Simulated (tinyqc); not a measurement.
Worked calculation: tight binding, dimerised chain. One step of it, computed by the program tinyqc.

Question. Levels at X. Diagonalise the Hermitian matrix.

H(k) at X (eV), order A, B:
```
[[0.000000, 1.520000],
 [1.520000, 0.000000]]
```

Give: eigenvalues; weights |c|^2 of the basis functions.

Answer.

eigenvalues (eV): [-1.5200, 1.5200]

weights |c|^2 of the basis functions, order A, B:
```
[[0.5000, 0.5000],
 [0.5000, 0.5000]]
```
